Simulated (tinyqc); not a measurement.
FCI on RHF in the sto-3g basis, for H3-, spin multiplicity 1, step by step. The basis has no diffuse functions, so it cannot describe the extra electron: this is an exercise in the method, not the real anion. Computed by tinyqc, a small Python program that keeps every step (integrals from PySCF). Settings: charge = -1, multiplicity = 1, basis = sto-3g, method = RHF, energy threshold = 1e-10, iteration cap = 80, orthogonalisation = symmetric, start = Wolfsberg-Helmholz matrix, DIIS depth = 6, ci = FCI. Command: `OMP_NUM_THREADS=1 python tinyqc.py 25296 25297 out.jsonl` (the two numbers bound the seeds that draw the settings). One thread of a shared host (Intel(R) Xeon(R) Processor @ 2.60GHz), about 0.06 s of CPU time with the checks. The early iterations of the SCF are left out here.

## One-electron integrals

Geometry (angstrom):

| atom | x | y | z |
|---|---|---|---|
| H | 0.00000 | 0.00000 | 0.00000 |
| H | 0.00000 | 0.00000 | 1.26300 |
| H | 0.00000 | 0.00000 | -1.26300 |

Basis sto-3g: exponents (1/bohr^2) and contraction coefficients of normalised primitives:

| element | l (shell) | exponent | coefficient |
|---|---|---|---|
| H | s (1) | 3.42525 | 0.15433 |
| H | s (1) | 0.62391 | 0.53533 |
| H | s (1) | 0.16886 | 0.44463 |

Overlap, kinetic and nuclear-attraction integrals over the contracted functions; the nuclear repulsion is the sum of Za Zb / Rab.

nuclear repulsion = 1.0474608 hartree

overlap S, lower triangle:
```
         1H 1s    2H 1s    3H 1s
1H 1s  1.00000
2H 1s  0.35627  1.00000
3H 1s  0.35627  0.04715  1.00000
```

kinetic energy T (hartree), lower triangle:
```
         1H 1s     2H 1s    3H 1s
1H 1s  0.76003
2H 1s  0.04015   0.76003
3H 1s  0.04015  -0.01050  0.76003
```

nuclear attraction V (hartree), lower triangle:
```
          1H 1s     2H 1s     3H 1s
1H 1s  -2.05551
2H 1s  -0.60860  -1.85055
3H 1s  -0.60860  -0.07441  -1.85055
```

core Hamiltonian H = T + V (hartree), lower triangle:
```
          1H 1s     2H 1s     3H 1s
1H 1s  -1.29547
2H 1s  -0.56845  -1.09052
3H 1s  -0.56845  -0.08491  -1.09052
```

## Two-electron integrals

Functions are numbered as in S; the eight-fold symmetry (ij|kl) = (ji|kl) = (kl|ij) leaves the list below.

Two-electron integrals (ij|kl) in chemists' order, unique and non-zero (hartree):
```
(11|11) 0.77461   (21|11) 0.20479   (21|21) 0.07614   (22|11) 0.40099
(22|21) 0.20479   (22|22) 0.77461   (31|11) 0.20479   (31|21) 0.05104
(31|22) 0.10076   (31|31) 0.07614   (32|11) 0.02642   (32|21) 0.00820
(32|22) 0.01924   (32|31) 0.00820   (32|32) 0.00107   (33|11) 0.40099
(33|21) 0.10076   (33|22) 0.20940   (33|31) 0.20479   (33|32) 0.01924
(33|33) 0.77461
```

## Orthogonalisation

S = U s U^T; symmetric (Loewdin) form X = U s^(-1/2) U^T, so that X^T S X = 1.

eigenvalues of S: 0.51918  0.95285  1.52798

X, lower triangle:
```
          1H 1s    2H 1s    3H 1s
1H 1s   1.11195
2H 1s  -0.20443  1.05467
3H 1s  -0.20443  0.03022  1.05467
```

## Iteration 6 (converged): orbitals

converged F (hartree), lower triangle:
```
          1H 1s     2H 1s    3H 1s
1H 1s   0.14459
2H 1s  -0.21118   0.13617
3H 1s  -0.21118  -0.01990  0.13617
```

Diagonalise F' = X^T F X, C = X C', fill 2 alpha and 2 beta electrons from the bottom; D = 2 C_occ C_occ^T. Each column has its largest component positive (the first on a tie).

F' = X^T F X (hartree), lower triangle:
```
          1        2        3
1   0.38052
2  -0.33106  0.25004
3  -0.33106  0.08625  0.25004
```

orbital energies (hartree): MO1 -0.11031, MO2 0.16379, MO3 0.82712

coefficients C:
```
           MO1       MO2       MO3
1H 1s  0.55829   0.00000   1.00415
2H 1s  0.41399   0.72439  -0.67742
3H 1s  0.41399  -0.72439  -0.67742
```

D after iteration 6, lower triangle:
```
         1H 1s     2H 1s    3H 1s
1H 1s  0.62337
2H 1s  0.46225   1.39226
3H 1s  0.46225  -0.70671  1.39226
```

## Convergence

Stop when the energy changes by less than 1e-10 hartree and every element of the error matrix X^T (F D S - S D F) X is below 3e-06.

Course of the cycle:

| iteration | E (hartree) | change | largest element of the error matrix |
|---|---|---|---|
| 1 | -1.2681179 | - | 1.25e-01 |
| 2 | -1.2864899 | -1.84e-02 | 1.14e-02 |
| 3 | -1.2866434 | -1.54e-04 | 1.30e-05 |
| 4 | -1.2866434 | -1.58e-10 | 5.85e-06 |
| 5 | -1.2866434 | -2.35e-11 | 3.78e-06 |
| 6 | -1.2866434 | -7.63e-12 | 2.79e-06 |

PySCF RHF in the same basis = -1.2866434 hartree

Converged in 6 iterations.

## Integrals over molecular orbitals

(pq|rs) = sum C_ip C_jq C_kr C_ls (ij|kl), one index at a time.

one-electron integrals over orbitals h = C^T H C (hartree), lower triangle:
```
          1         2         3
1  -1.33222
2   0.00000  -1.05537
3  -0.10961   0.00000  -0.83836
```

Two-electron integrals over orbitals (pq|rs), unique and non-zero (hartree):
```
(11|11) 0.50344    (21|21) 0.16034    (22|11) 0.43941    (22|22) 0.50069
(31|11) 0.07657    (31|22) -0.05722   (31|31) 0.14592    (32|21) -0.14749
(32|32) 0.15022    (33|11) 0.52439    (33|22) 0.45642    (33|31) 0.08930
(33|33) 0.56946
```

## FCI: determinants and Hamiltonian

Hartree-Fock energy = -1.2866434 hartree

Slater-Condon rules over spin orbitals, with the nuclear repulsion added and E(HF) subtracted on the diagonal.

Occupation strings over the orbitals (2 doubly, a alpha, b beta, 0 empty; spin orbitals ordered 1a 1b 2a 2b ...): 220 2ab a2b 2ba b2a 202 ab2 ba2 022

H - E(HF) between determinants (hartree), lower triangle:
```
         220       2ab       a2b       2ba       b2a      202       ab2      ba2
220  0.00000
2ab  0.00000   0.35713
a2b  0.00000   0.00000   0.55896
2ba  0.00000  -0.15022   0.00000   0.35713
b2a  0.00000   0.00000  -0.14592   0.00000   0.55896
202  0.15022   0.00000   0.14749   0.00000  -0.14749  0.87157
ab2  0.00000  -0.14749   0.00000   0.14652   0.00000  0.00000   0.94415
ba2  0.00000   0.14652   0.00000  -0.14749   0.00000  0.00000  -0.16034  0.94415
022  0.14592   0.00000   0.01273   0.00000  -0.01273  0.16034   0.00000  0.00000

         022
022  1.14204
```

## FCI: roots

Diagonalise (each vector has its largest component positive (the first on a tie)); all determinants have Ms = 0, so triplets appear too. The lowest singlet root is the correlation energy.

lowest roots of this matrix, relative to E(HF) (hartree): -0.03869  0.20691  0.38689  0.41305  0.56090  0.78381  0.92548  1.22495

lowest vectors:
```
       root 1   root 2    root 3   root 4
220   0.98171  0.00000   0.00000  0.00000
2ab   0.00000  0.70711   0.65432  0.00000
a2b   0.03242  0.00000   0.00000  0.70711
2ba   0.00000  0.70711  -0.65432  0.00000
b2a  -0.03242  0.00000   0.00000  0.70711
202  -0.15473  0.00000   0.00000  0.00000
ab2   0.00000  0.00119   0.26809  0.00000
ba2   0.00000  0.00119  -0.26809  0.00000
022  -0.10101  0.00000   0.00000  0.00000
```

<S^2> of these roots: 0.00000  2.00000  0.00000  2.00000  0.00000  2.00000  0.00000  0.00000

weight of the ground state by excitation level 0, 1, 2, ...: 0.96375  0.00210  0.03414
